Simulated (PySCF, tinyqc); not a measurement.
Ways to converge the cycle: SCF convergence aids in the sto-3g basis, for BeH+, spin multiplicity 1. Computed by the program tinyqc with PySCF. 

Geometry (angstrom):

| atom | x | y | z |
|---|---|---|---|
| Be | 0.0000 | 0.0000 | 0.0000 |
| H | 0.0000 | 0.0000 | 2.1760 |

lowest restricted solution found by these runs and by PySCF = -14.552352 hartree

RHF with one setting changed at a time; a run stops when the energy changes by less than 1e-09 hartree and the error matrix is below 1e-5. The start is the core Hamiltonian. Damping d keeps d of the old density; a shift (hartree) raises the virtual levels; DIIS n extrapolates F over n matrices.

Largest element of the error matrix X^T (FDS - SDF) X:

| iteration | plain | damping 0.3 | damping 0.6 | shift 0.4 | DIIS 3 | DIIS 8 |
|---|---|---|---|---|---|---|
| 1 | 2.1e-01 | 2.1e-01 | 2.1e-01 | 2.1e-01 | 2.1e-01 | 2.1e-01 |
| 2 | 3.3e-02 | 1.0e-01 | 1.7e-01 | 2.0e-01 | 3.3e-02 | 3.3e-02 |
| 3 | 1.5e-02 | 3.8e-02 | 1.2e-01 | 1.2e-01 | 1.3e-02 | 1.3e-02 |
| 4 | 6.8e-03 | 2.0e-02 | 7.5e-02 | 5.6e-02 | 2.6e-03 | 2.6e-03 |
| 5 | 3.1e-03 | 1.2e-02 | 4.7e-02 | 2.3e-02 | 1.9e-04 | 2.5e-04 |
| 6 | 1.4e-03 | 6.9e-03 | 3.0e-02 | 1.0e-02 | 1.5e-05 | 1.9e-05 |
| 8 | 2.6e-04 | 2.5e-03 | 1.6e-02 | 3.8e-03 | - | 8.5e-08 |
| 10 | 5.1e-05 | 9.2e-04 | 9.2e-03 | 1.8e-03 | - | - |
| 14 | - | 1.3e-04 | 3.1e-03 | 4.6e-04 | - | - |
| 20 | - | 6.3e-06 | 6.6e-04 | 5.8e-05 | - | - |
| 30 | - | - | 5.1e-05 | - | - | - |

How each run ends:

| run | iterations | E (hartree) | state |
|---|---|---|---|
| plain | 13 | -14.55235 | lowest found |
| damping 0.3 | 20 | -14.55235 | lowest found |
| damping 0.6 | 40 | -14.55235 | lowest found |
| shift 0.4 | 26 | -14.55235 | lowest found |
| DIIS 3 | 7 | -14.55235 | lowest found |
| DIIS 8 | 8 | -14.55235 | lowest found |

6 of 6 runs reach the lowest restricted solution found, in 7 to 40 iterations (fastest: DIIS 3). Plain steps already contract here, so damping only slows them. DIIS 3 and DIIS 8 gain by cancelling the error over several earlier matrices, much as a quasi-Newton step does. The restricted reference is unstable here: a spin-polarised solution lies 0.0392 hartree lower (PySCF), so results built on it describe a poor reference.
